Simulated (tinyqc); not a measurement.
Full law against its linear and parabolic limits: Deal-Grove kinetics of thermal oxidation of silicon. Computed by tinyqc, a small Python program. Command: `OMP_NUM_THREADS=1 python tinyqc.py 3001897 3001898 out.jsonl oxide walk`. One thread of a shared host (Intel(R) Xeon(R) Processor @ 2.30GHz), about 0.03 s of CPU time with the checks.

Oxidant diffuses through the oxide and reacts at the interface, so that dx/dt = B/(A + 2x) for the oxide thickness x.

Inputs (values chosen for the exercise, close to those used for silicon): prefactor B0 = 736 um^2/h; activation energy E_B = 1.24 eV; prefactor (B/A)0 = 6.19e+06 um/h; activation energy E_A = 2.01 eV; temperature T = 1025 C; oxidant pressure p = 2 atm; pressure exponent m of B/A = 0.77; initial oxide x_i = 0.1 um; time t = 0.19 h.

Ambient: dry oxygen. Surface: (111).

Constants: k_B = 8.617333262e-05 eV/K.

Method:
- B = B0 p exp(-E_B/(k_B T)), B/A = (B/A)0 p^m exp(-E_A/(k_B T)), p in atm; A = B/(B/A).
- Temperatures in kelvin are T(C) + 273.15.
- tau = (x_i^2 + A x_i)/B and x = (A/2) [sqrt(1 + 4 B (t + tau)/A^2) - 1], the root of x^2 + A x = B (t + tau).
- Silicon consumed is 0.44 times the oxide grown; the rate is B/(A + 2x).
- Linear limit x = (B/A)(t + tau); parabolic limit x = sqrt(B (t + tau)).

tau = 1.04512 h

length A = 0.136075 um

parabolic constant B = 0.0225883 um^2/h

linear constant B/A = 0.165999 um/h

Thickness (um):
```
t (h)     full  linear limit  parabolic limit    2x/A
0.05   0.10333        0.1818          0.15728   1.519
0.1    0.10659        0.1901          0.16083   1.567
0.25   0.11604        0.2150          0.17104   1.705
0.5    0.13079        0.2565          0.18682   1.922
1      0.15741        0.3395          0.21493   2.314
2      0.20291        0.5055          0.26227   2.982
4      0.27633        0.8375          0.33758   4.061
8      0.38907        1.5015          0.45201   5.718
16     0.55618        2.8295          0.62050   8.175
32     0.79860        5.4855          0.86396  11.738
```

Both limits lie above the full result, since each drops one resistance. The linear law overshoots by 76 % in the first row and 590 % in the last, the parabolic law by 52 % and 8.2 %. The parabolic law is the better one in every row, as 2x/A stays above 1.24.
